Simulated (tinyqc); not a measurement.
Inside a calculation. Method: Ewald sum of point charges, rock salt, strained along z by a factor 1.01, lattice. Computed by tinyqc, a small Python program that keeps every step. Command: `OMP_NUM_THREADS=1 python tinyqc.py 31124 31125 out.jsonl` (the two numbers bound the seeds that draw the settings). One thread of a shared host (Intel(R) Xeon(R) Processor @ 2.60GHz), about 0.03 s of CPU time with the checks.

## Ewald sum with eta = 0.264 1/bohr

cell vectors (rows) (bohr):
```
          1         2         3
1  0.000000  6.390000  6.454000
2  6.390000  0.000000  6.454000
3  6.390000  6.390000  0.000000
```

Charges:
```
q                f1        f2        f3
1.000000   0.000000  0.000000  0.000000
-1.000000  0.500000  0.500000  0.500000
```

Real space: 1/2 sum q_i q_j erfc(eta r)/r over all images with r > 0; reciprocal space: (2 pi/V) sum_(G != 0) exp(-G^2/4 eta^2)/G^2 |S(G)|^2 with S(G) = sum q exp(i G.r); self term -eta/sqrt(pi) sum q^2; background -pi Q^2/(2 V eta^2), Q the total charge.

Real-space shells (first ones):
```
r (bohr)   pairs  sum (hartree)
6.390000       8      -0.010670
6.454000       4      -0.004949
9.036825       8       0.000328
9.082192      16       0.000614
11.104878     16      -0.000024
12.780000      8       5.72e-07
12.908000      4       2.23e-07
14.288474     16      -5.36e-08
14.317210     16      -5.04e-08
14.403075     16      -4.20e-08
15.678476     32       4.91e-09
15.756924     16       2.05e-09
```

Reciprocal shells (first ones that count):
```
G^2 (1/bohr^2)  vectors  sum (hartree)
0.720366              8       0.039969
2.615901              8       0.000012
2.654061             16       0.000021
4.549596             16       1.37e-08
4.587756              8       5.93e-09
```

## The total does not depend on eta

The same sums for other eta.

Totals (hartree per cell):
```
eta            real  reciprocal       self  background        total
0.264000  -0.014701    0.040002  -0.297892    0.000000  -0.27259102
0.417000  -0.000146    0.198090  -0.470534    0.000000  -0.27259102
0.494000  -0.000007    0.284835  -0.557419    0.000000  -0.27259102
```

shortest distance = 6.390000 bohr

Madelung constant -E d / (formula units |q+ q-|) = 1.741857
